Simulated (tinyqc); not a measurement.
Worked calculation: sp3 tight binding, zinc-blende lattice. One step of it, computed by the program tinyqc.

Task: Bloch Hamiltonian at k. Slater-Koster rules over the four bonds with direction cosines (l, m, n): ss V_ss; s-px l V_sp; px-s -l V_sp; px-px l^2 V_pps + (1 - l^2) V_ppp; px-py l m (V_pps - V_ppp); each times exp(i k.d).

Parameters chosen for this model: zinc-blende lattice, anion at 0, cation at a/4 (1,1,1); V = eta hbar^2 / (m d^2), hbar^2/m = 7.619964 eV angstrom^2:
```
parameter          value      unit
a               3.580000  angstrom
d               1.550185  angstrom
Es anion      -13.010000        eV
Ep anion       -6.730000        eV
Es cation     -13.010000        eV
Ep cation      -6.730000        eV
eta ss         -1.320000
eta sp          1.420000
eta pp sigma    2.220000
eta pp pi      -0.630000
V ss           -4.185617        eV
V sp            4.502710        eV
V pp sigma      7.039447        eV
V pp pi        -1.997681        eV
```

k point k (2 pi / a): 0.340000  -0.610000  0.460000

Give: H(k) at k.

Result:

H(k) at k (eV), lower triangle (Hermitian):
```
                a s           a px          a py           a pz
a s         -13.010
a px          0.000         -6.730
a py          0.000          0.000        -6.730
a pz          0.000          0.000         0.000         -6.730
c s   -6.216+4.611i  -4.843+2.283i  2.013-5.493i  -3.249+3.403i
c px   4.843-2.283i   1.507-1.118i  3.764-3.944i  -2.332+6.365i
c py  -2.013+5.493i   3.764-3.944i  1.507-1.118i   5.612-2.646i
c pz   3.249-3.403i  -2.332+6.365i  5.612-2.646i   1.507-1.118i

          c s    c px    c py    c pz
c s   -13.010
c px    0.000  -6.730
c py    0.000   0.000  -6.730
c pz    0.000   0.000   0.000  -6.730
```
